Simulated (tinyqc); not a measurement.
What each parameter does: finite square well with mass mismatch (envelope functions).

A square well of width L and depth V0, mass mw inside and mb outside, energies from the bottom of the well, c = hbar^2/2m0. k = sqrt(mw E/c), kappa = sqrt(mb (V0 - E)/c). psi and psi'/m are continuous at the walls (BenDaniel-Duke), so level n solves k L + 2 atan[(k/mw)/(kappa/mb)] = n pi.

Constants: hbar^2/2m0 = 3.80998211 eV angstrom^2.

Values chosen for the exercise (near those of the light valleys of a Si film in HfO2; shifted at random, so the results belong to these values and not to a real crystal): L = 71 angstrom (well width); V0 = 1.447 eV (barrier height); mw = 0.195 m0 (mass in the well); mb = 0.175 m0 (mass in the barrier).

Parabolic bands. Pb is the probability of level 1 in the barriers, (A^2/kappa)/(A^2/kappa + L/2 + sin(kL)/(2k)) with A = cos(kL/2).

One parameter was then changed.

Results before and after:
```
case     E1 (eV)  bound levels      Pb  V0 - E1 (eV)
base      0.0317             7  0.0020        1.4153
changed   0.0311             7  0.0021        1.4159
```

Which of these changes was made? (a) V0 = 1.23 eV; (b) L = 78 angstrom; (c) mb = 0.2188 m0; (d) mw = 0.1755 m0.

Answer: (c) mb = 0.2188 m0. Of the candidates, run in turn, only this one gives the changed row.

All candidates:
```
case             E1 (eV)  bound levels      Pb  V0 - E1 (eV)
base              0.0317             7  0.0020        1.4153
L = 78 angstrom   0.0267             7  0.0015        1.4203
V0 = 1.23 eV      0.0312             6  0.0025        1.1988
mw = 0.1755 m0    0.0345             6  0.0024        1.4125
mb = 0.2188 m0    0.0311             7  0.0021        1.4159
```

Program tinyqc; command `OMP_NUM_THREADS=1 python tinyqc.py 1252284 1252285 out.jsonl`; about 0.01 s on one thread of a shared Intel(R) Xeon(R) Processor @ 2.30GHz.
